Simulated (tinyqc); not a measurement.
Worked calculation: tight binding, honeycomb lattice. One step of it, computed by the program tinyqc.

Question. Bloch Hamiltonian at K. H_AB = -t1 (1 + exp(-i k.a1) + exp(-i k.a2)); H_AA = delta - 2 t2 sum cos(k.b + phi), H_BB = -delta - 2 t2 sum cos(k.b - phi), b = a1, a2 - a1, -a2.

Parameters chosen for this model:
```
parameter,value,unit
t1,2.090000,"eV, nearest"
t2,0.380000,"eV, second neighbours"
phi,0.490000,"rad, phase of t2 (Haldane)"
delta,1.250000,"eV, +/- on A and B"
```

k point K (fractions of the reciprocal vectors): 0.333333  0.666667

Give: H(k) at K.

Answer.

H(k) at K (eV):
```
,A,B
A,3.1851,0.0000
B,0.0000,-1.1734
```
